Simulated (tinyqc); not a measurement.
One level coupled to a phonon between two leads, self-consistent Born approximation: one step of the calculation.

Wide-band leads with mu_L = +V/2 and mu_R = -V/2; phonons in equilibrium, Nq = 1/(exp(w0/kB T) - 1). Scattering links only energies that differ by w0, so a ladder E_k = E1 + k w0 closes on itself; terms that reach past its ends are dropped. Gn and Gp are the electron and hole parts of the spectral function A = Gn + Gp.

Question. Scattering functions. Sin(E) = M^2 [(Nq + 1) Gn(E + w0) + Nq Gn(E - w0)], Sout(E) = M^2 [(Nq + 1) Gp(E - w0) + Nq Gp(E + w0)]. Nq = 1/(exp(w0/kB T) - 1).

Values chosen for this exercise:
- T = 300 K (temperature of leads and phonons)
- w0 = 120 meV (phonon energy)
- M = 52 meV (electron-phonon matrix element)

Constants: q = 1.602176634e-19 C, kB = 1.380649e-23 J/K, Vt = kB T/q. Results are converted to the units shown.

```
rung  Gn after iteration 1 (1/meV)  Gp after iteration 1 (1/meV)
0                     0.0031254497                  1.0739746e-4
1                     0.0094996489                  0.0058736592
2                     0.0075306262                   0.010526809
3                     0.0011965325                  0.0024745231
4                     2.9772802e-5                  0.0011497171
```

Give: Sin; Sout.

Answer.

```
rung  Sin (meV)  Sout (meV)
0        25.937     0.15460
1        20.643     0.57031
2        3.5170      16.102
3       0.27950      28.772
4      0.031494      6.7562
```

Range of the model: The self-consistent Born approximation keeps only non-crossing phonon lines and no Hartree shift; it is rough once the coupling nears the phonon energy.

Computed by the program tinyqc: `OMP_NUM_THREADS=1 python tinyqc.py 2720121 2720122 out.jsonl`, one thread of a shared Intel Xeon 2.30GHz, about 0.1 s for the whole run.
